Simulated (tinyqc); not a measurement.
Three-phonon processes in a diatomic chain: dispersion, energy and momentum conservation, and decay channels of optical phonons: one step, computed by the program tinyqc. Command: `OMP_NUM_THREADS=1 python tinyqc.py 3121523 3121524 out.jsonl threeph walk`. One thread of a shared host (Intel(R) Xeon(R) Processor @ 2.30GHz), about 0.05 s of CPU time with the checks.

Cell length a, two atoms, one spring constant. x = q a/pi runs from -1 to 1; A and O are the acoustic and optical branches. Matrix elements are not computed: only conservation laws and occupation factors are followed.

Problem. Dispersion. omega^2 = k (1/m + 1/M) -/+ k sqrt((1/m + 1/M)^2 - 4 sin^2(pi x/2)/(m M)); nu = 15.6333042 THz x sqrt(omega^2) for eV/(angstrom^2 u).

Inputs (values chosen for the exercise, for a model chain): light mass m = 12 u; heavy mass M = 37.9 u; spring constant k = 5.3 eV/angstrom^2.

Constants: nu for 1 eV/(angstrom^2 u) = 15.6333042 THz.

Give: the table «Branches» with the columns nu_A (THz), nu_O (THz), for x = 0.10, 0.20, 0.35, 0.50, 0.65, 0.80, 0.90, 1.00.

Solution.

Branches:

| x | nu_A (THz) | nu_O (THz) |
|---|---|---|
| 0.10 | 1.130 | 16.82 |
| 0.20 | 2.247 | 16.71 |
| 0.35 | 3.868 | 16.41 |
| 0.50 | 5.375 | 15.98 |
| 0.65 | 6.694 | 15.47 |
| 0.80 | 7.704 | 15.00 |
| 0.90 | 8.121 | 14.77 |
| 1.00 | 8.268 | 14.69 |
